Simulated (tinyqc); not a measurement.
Ballistic conductance of a hard-wall strip of a two-dimensional electron gas by counting modes: conductance against size.

Subband edges E_n = C (n pi/W)^2/m, n = 1, 2, ...; C = hbar^2/(2 m0). Every mode transmits fully; spin gives the factor 2 in 2 q^2/h, valleys the factor gv.

G = (2 q^2/h) gv M; at zero temperature M counts the edges below Ef, at T it is the sum of degeneracy times f. The smooth (Sharvin) count is kF W/pi, kF = sqrt(m Ef/C), and with the boundary term kF W/pi - 1/2. f = 1/(1 + exp((E_n - Ef)/Vt)).

Parameters, values chosen for the exercise:
- T = 4 K (temperature)
- m = 0.023 m0 (mass)
- gv = 1 (valleys)
- Ef = 0.053 eV (Fermi energy above the 2D band edge)

Constants: q = 1.602176634e-19 C, kB = 1.380649e-23 J/K, hbar = 1.054571817e-34 J s, h = 6.62607015e-34 J s, m0 = 9.1093837015e-31 kg, Vt = kB T/q, hbar^2/(2 m0) = 0.0380998212 eV nm^2. Results are converted to the units shown.

Conductance against size:
```
W (nm)  M at T = 0  M at T  smooth count  with boundary term  G (uS)
24.5             1   1.000         1.395              0.8949   77.48
36               2   1.999         2.050               1.550   154.9
47.6             2   2.000         2.710               2.210   155.0
59.2             3   3.000         3.371               2.871   232.4
70.7             4   3.874         4.025               3.525   300.1
82.2             4   4.000         4.680               4.180   309.9
93.8             5   5.000         5.341               4.841   387.4
105.4            6   5.514         6.001               5.501   427.2
116.9            6   6.000         6.656               6.156   464.9
128.4            7   7.000         7.311               6.811   542.4
140              7   7.247         7.971               7.471   561.5
```

The integer count climbs from 1 to 7 in steps, and G from 77.5 to 561 uS. In the last row M at T is 9.1 % below the smooth count and 3.0 % below the count with the boundary term: hard walls push the wave away from the edge and cost modes. The largest gap between M at T and the integer count is 0.49.

Program tinyqc, `OMP_NUM_THREADS=1 python tinyqc.py 2740113 2740114 out.jsonl`; Intel Xeon 2.30GHz, shared host, one thread, about 0.07 s.
